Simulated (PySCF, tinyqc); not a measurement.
Worked calculation: RKS/exchange-only LDA in the sto-3g basis, for H6, spin multiplicity 1. The lowest restricted solution is unstable here: a spin-polarised one lies 0.0002 hartree lower (PySCF). One step of it, computed by the program tinyqc.

Task: Iteration 2: building the Kohn-Sham matrix. J_ij = sum D_kl (ij|kl); F = H + J + V_xc; E = tr D H + tr D J / 2 + E_xc + E_nn.

D after iteration 1, order 1H 1s, 2H 1s, 3H 1s, 4H 1s, 5H 1s, 6H 1s:
```
[[0.373111, 0.282159, -0.011563, -0.195993, -0.132916, 0.131328],
 [0.282159, 1.083648, 0.040323, -0.420475, 0.067931, 0.288964],
 [-0.011563, 0.040323, 0.994835, 0.360274, -0.279743, -0.254714],
 [-0.195993, -0.420475, 0.360274, 0.922058, 0.272345, -0.451090],
 [-0.132916, 0.067931, -0.279743, 0.272345, 0.732174, 0.437641],
 [0.131328, 0.288964, -0.254714, -0.451090, 0.437641, 1.018863]]
```

core Hamiltonian H = T + V (hartree), order 1H 1s, 2H 1s, 3H 1s, 4H 1s, 5H 1s, 6H 1s:
```
[[-1.424238, -0.696808, -0.119074, -0.008751, -0.000396, -0.000006],
 [-0.696808, -1.779212, -0.857379, -0.125321, -0.010812, -0.000396],
 [-0.119074, -0.857379, -1.883087, -0.783712, -0.125321, -0.008751],
 [-0.008751, -0.125321, -0.783712, -1.883087, -0.857379, -0.119074],
 [-0.000396, -0.010812, -0.125321, -0.857379, -1.779212, -0.696808],
 [-0.000006, -0.000396, -0.008751, -0.119074, -0.696808, -1.424238]]
```

Two-electron integrals (ij|kl) in chemists' order, unique and non-zero (hartree):
```
(11|11) 0.774606   (21|11) 0.200161   (21|21) 0.073098   (22|11) 0.397376
(22|21) 0.200161   (22|22) 0.774606   (31|11) 0.021651   (31|21) 0.009016
(31|22) 0.029419   (31|31) 0.001322   (32|11) 0.111281   (32|21) 0.055686
(32|22) 0.228951   (32|31) 0.010021   (32|32) 0.092816   (33|11) 0.214040
(33|21) 0.102190   (33|22) 0.419533   (33|31) 0.021651   (33|32) 0.228951
(33|33) 0.774606   (41|11) 0.000964   (41|21) 0.000447   (41|22) 0.001657
(41|31) 0.000076   (41|32) 0.000660   (41|33) 0.001657   (41|41) 4.98e-06
(42|11) 0.011397   (42|21) 0.005428   (42|22) 0.021651   (42|31) 0.001035
(42|32) 0.010021   (42|33) 0.029419   (42|41) 0.000076   (42|42) 0.001322
(43|11) 0.060003   (43|21) 0.026853   (43|22) 0.102190   (43|31) 0.005428
(43|32) 0.055686   (43|33) 0.200161   (43|41) 0.000447   (43|42) 0.009016
(43|43) 0.073098   (44|11) 0.141189   (44|21) 0.060003   (44|22) 0.214040
(44|31) 0.011397   (44|32) 0.111281   (44|33) 0.397376   (44|41) 0.000964
(44|42) 0.021651   (44|43) 0.200161   (44|44) 0.774606   (51|11) 0.000028
(51|21) 0.000013   (51|22) 0.000050   (51|31) 2.48e-06   (51|32) 0.000024
(51|33) 0.000071   (51|41) 1.83e-07   (51|42) 3.14e-06   (51|43) 0.000021
(51|44) 0.000048   (51|51) 7.58e-09   (52|11) 0.000706   (52|21) 0.000317
(52|22) 0.001207   (52|31) 0.000062   (52|32) 0.000613   (52|33) 0.002007
(52|41) 4.89e-06   (52|42) 0.000094   (52|43) 0.000719   (52|44) 0.002007
(52|51) 2.22e-07   (52|52) 0.000007   (53|11) 0.007585   (53|21) 0.003260
(53|22) 0.011809   (53|31) 0.000628   (53|32) 0.006175   (53|33) 0.021651
(53|41) 0.000051   (53|42) 0.001065   (53|43) 0.009016   (53|44) 0.029419
(53|51) 2.48e-06   (53|52) 0.000094   (53|53) 0.001322   (54|11) 0.047681
(54|21) 0.019691   (54|22) 0.067778   (54|31) 0.003580   (54|32) 0.033303
(54|33) 0.111281   (54|41) 0.000289   (54|42) 0.006175   (54|43) 0.055686
(54|44) 0.228951   (54|51) 0.000014   (54|52) 0.000613   (54|53) 0.010021
(54|54) 0.092816   (55|11) 0.107078   (55|21) 0.043185   (55|22) 0.144386
(55|31) 0.007585   (55|32) 0.067778   (55|33) 0.214040   (55|41) 0.000585
(55|42) 0.011809   (55|43) 0.102190   (55|44) 0.419533   (55|51) 0.000028
(55|52) 0.001207   (55|53) 0.021651   (55|54) 0.228951   (55|55) 0.774606
(61|11) 2.91e-07   (61|21) 1.29e-07   (61|22) 4.85e-07   (61|31) 2.54e-08
(61|32) 2.51e-07   (61|33) 8.45e-07   (61|42) 3.95e-08   (61|43) 3.08e-07
(61|44) 8.45e-07   (61|53) 3.95e-08   (61|54) 2.51e-07   (61|55) 4.85e-07
(62|11) 0.000018   (62|21) 0.000008   (62|22) 0.000028   (62|31) 1.47e-06
(62|32) 0.000014   (62|33) 0.000048   (62|41) 1.20e-07   (62|42) 2.48e-06
(62|43) 0.000021   (62|44) 0.000071   (62|51) 5.77e-09   (62|52) 2.22e-07
(62|53) 3.14e-06   (62|54) 0.000024   (62|55) 0.000050   (62|62) 7.58e-09
(63|11) 0.000409   (63|21) 0.000169   (63|22) 0.000585   (63|31) 0.000031
(63|32) 0.000289   (63|33) 0.000964   (63|41) 2.47e-06   (63|42) 0.000051
(63|43) 0.000447   (63|44) 0.001657   (63|51) 1.20e-07   (63|52) 4.89e-06
(63|53) 0.000076   (63|54) 0.000660   (63|55) 0.001657   (63|62) 1.83e-07
(63|63) 4.98e-06   (64|11) 0.005600   (64|21) 0.002263   (64|22) 0.007585
(64|31) 0.000399   (64|32) 0.003580   (64|33) 0.011397   (64|41) 0.000031
(64|42) 0.000628   (64|43) 0.005428   (64|44) 0.021651   (64|51) 1.47e-06
(64|52) 0.000062   (64|53) 0.001035   (64|54) 0.010021   (64|55) 0.029419
(64|61) 2.54e-08   (64|62) 2.48e-06   (64|63) 0.000076   (64|64) 0.001322
(65|11) 0.033244   (65|21) 0.013180   (65|22) 0.043185   (65|31) 0.002263
(65|32) 0.019691   (65|33) 0.060003   (65|41) 0.000169   (65|42) 0.003260
(65|43) 0.026853   (65|44) 0.102190   (65|51) 0.000008   (65|52) 0.000317
(65|53) 0.005428   (65|54) 0.055686   (65|55) 0.200161   (65|61) 1.29e-07
(65|62) 0.000013   (65|63) 0.000447   (65|64) 0.009016   (65|65) 0.073098
(66|11) 0.085090   (66|21) 0.033244   (66|22) 0.107078   (66|31) 0.005600
(66|32) 0.047681   (66|33) 0.141189   (66|41) 0.000409   (66|42) 0.007585
(66|43) 0.060003   (66|44) 0.214040   (66|51) 0.000018   (66|52) 0.000706
(66|53) 0.011397   (66|54) 0.111281   (66|55) 0.397376   (66|61) 2.91e-07
(66|62) 0.000028   (66|63) 0.000964   (66|64) 0.021651   (66|65) 0.200161
(66|66) 0.774606
```

nuclear repulsion = 3.71219772 hartree

V_xc (hartree), order 1H 1s, 2H 1s, 3H 1s, 4H 1s, 5H 1s, 6H 1s:
```
[[-0.288878, -0.105997, -0.015301, -0.000928, -0.000035, 0.000000],
 [-0.105997, -0.393295, -0.134764, -0.016070, -0.001147, -0.000035],
 [-0.015301, -0.134764, -0.391548, -0.118897, -0.015928, -0.000922],
 [-0.000928, -0.016070, -0.118897, -0.389706, -0.131860, -0.015777],
 [-0.000035, -0.001147, -0.015928, -0.131860, -0.374533, -0.116451],
 [0.000000, -0.000035, -0.000922, -0.015777, -0.116451, -0.378919]]
```

E_xc = sum of w rho eps_xc = -1.67666186 hartree

Give: Coulomb J; Kohn-Sham matrix F; total energy of this density.

Result:

Coulomb J (hartree), order 1H 1s, 2H 1s, 3H 1s, 4H 1s, 5H 1s, 6H 1s:
```
[[1.428, 0.593, 0.095, 0.006, 0.000, 0.000],
 [0.593, 2.064, 0.817, 0.108, 0.008, 0.000],
 [0.095, 0.817, 2.257, 0.761, 0.108, 0.007],
 [0.006, 0.108, 0.761, 2.265, 0.827, 0.102],
 [0.000, 0.008, 0.108, 0.827, 2.122, 0.672],
 [0.000, 0.000, 0.007, 0.102, 0.672, 1.834]]
```

Kohn-Sham matrix F (hartree), order 1H 1s, 2H 1s, 3H 1s, 4H 1s, 5H 1s, 6H 1s:
```
[[-0.285, -0.210, -0.039, -0.003, 0.000, 0.000],
 [-0.210, -0.109, -0.175, -0.034, -0.004, 0.000],
 [-0.039, -0.175, -0.018, -0.142, -0.033, -0.003],
 [-0.003, -0.034, -0.142, -0.008, -0.162, -0.033],
 [0.000, -0.004, -0.033, -0.162, -0.032, -0.141],
 [0.000, 0.000, -0.003, -0.033, -0.141, 0.031]]
```

total energy of this density = -2.46741 hartree

This density is a damped mixture and is not idempotent.
